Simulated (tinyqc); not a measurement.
Hexagonal on-chip spiral inductor, lumped pi model: two steps of the calculation.

Outer diameter do = di + 2 n wd + 2 (n - 1) sp, mean da = (do + di)/2, fill p = (do - di)/(do + di), length l = 3.464 n da. L = 2.33 mu0 n^2 da/(1 + 3.82 p), mu0 = 4 pi 1e-7 H/m. Rs = rho l/(wd delta (1 - exp(-th/delta))), delta = sqrt(rho/(pi f mu0)). Cs = n wd^2 eps0 eo/hu across the coil. At each end Cox = l wd eps0 eo/(2 ho) leads to the substrate branch Rsi = 2 rs he/(l wd) in parallel with Csi = l wd eps0 11.7/(2 he). With one end grounded Y = 1/(Rs + i w L) + i w Cs + 1/[1/(i w Cox) + 1/(1/Rsi + i w Csi)], w = 2 pi f; Q = -Im Y/Re Y. Eddy currents in neighbouring turns and in the substrate are left out.

Parameters, values chosen for the exercise; values of the order met in silicon radio-frequency processes: number of turns n = 2.5; line width wd = 10 um; space between turns sp = 1.5 um; inner diameter di = 80 um; metal thickness th = 2 um; metal resistivity rho = 1.9 uohm cm; oxide below the coil ho = 8.2 um; oxide between coil and underpass hu = 0.6 um; relative permittivity of the oxide eo = 3; substrate resistivity rs = 10 ohm cm; effective spreading depth in the substrate he = 30 um; frequency f = 2.4 GHz.

Constants: eps0 = 8.8541878128e-12 F/m. Results are converted to the units shown.

Question 1. Geometry and model elements. do, l, L, delta, Rs, Cs, Cox, Rsi and Csi as defined.

Give: do; l; L; delta; Rs; Cs; Cox; Rsi; Csi.

Answer 1.

do = 134.5 um
l = 928.8 um
L = 0.9960 nH
delta = 1.416 um
Rs = 1.647 ohm
Cs = 11.07 fF
Cox = 15.04 fF
Rsi = 646.0 ohm
Csi = 16.04 fF

Question 2. Admittance, quality factor and apparent inductance. Series branch 1/(Rs + i w L), substrate branch, total Y, Q = -Im Y/Re Y, apparent inductance Im(1/Y)/w, metal-only value w L/Rs, share of the loss in the substrate Re(substrate branch)/Re Y.

L = 0.99597497 nH
Rs = 1.6474435 ohm
Cs = 11.067735 fF
Cox = 15.043238 fF
Rsi = 646.00526 ohm
Csi = 16.036092 fF

Give: series branch; substrate branch; Y; Q; apparent inductance; w L/Rs; share of the loss in the substrate.

Answer 2.

series branch = 7.22-65.79i mS
substrate branch = 0.0305+0.2176i mS
Y = 7.25-65.41i mS
Q = 9.025
apparent inductance = 1.002 nH
w L/Rs = 9.117
share of the loss in the substrate = 0.4202 %

Q is 99.0 % of the metal-only value.

tinyqc, about 0.01 s, one thread, Intel Xeon 2.30GHz (shared host): `OMP_NUM_THREADS=1 python tinyqc.py 2302016 2302017 out.jsonl`
